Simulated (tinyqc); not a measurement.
Temperature: Wannier exciton and Elliott formula.

Saha balance n^2/n_x = K = (mu kB T/(4 pi c))^(3/2) exp(-Ry*/kB T) with n + n_x = N, 1s excitons only, equal spin counts for excitons and free pairs; free share f = 2/(1 + sqrt(1 + 4N/K)); c = hbar^2/2m0, Ry* = Ry mu/eps^2, 1/mu = 1/me + 1/mh, 1/angstrom^3 = 1e24/cm^3.

Constants: hbar^2/2m0 = 3.80998211 eV angstrom^2; kB = 8.617333262e-05 eV/K; Ry = 13.60569312 eV.

Inputs chosen for the exercise (near those of CdTe; not measured data): me = 0.1 m0 (electron mass); mh = 0.314 m0 (hole mass); eps = 10 (dielectric constant); N = 0.22 x 1e16/cm^3 (density of pairs).

The balance at fixed N.

Ionisation:

| T (K) | kB T/Ry* | K (1e16/cm^3) | free share |
|---|---|---|---|
| 10 | 0.084 | 1.00e-06 | 0.00213 |
| 20 | 0.167 | 0.00113 | 0.0692 |
| 40 | 0.334 | 0.0639 | 0.413 |
| 77 | 0.643 | 0.720 | 0.803 |
| 150 | 1.253 | 4.17 | 0.952 |
| 300 | 2.505 | 17.6 | 0.988 |

Half the pairs are free between 40 and 77 K, where K passes N/2; kB T = Ry* falls at 120 K. The free share goes from 0.00213 to 0.988. A lower density ionises at a lower temperature, since free pairs gain entropy.

Run: tinyqc, `OMP_NUM_THREADS=1 python tinyqc.py 1250056 1250057 out.jsonl`; Intel(R) Xeon(R) Processor @ 2.30GHz, one thread, shared host; about 0.01 s of CPU time with all checks.
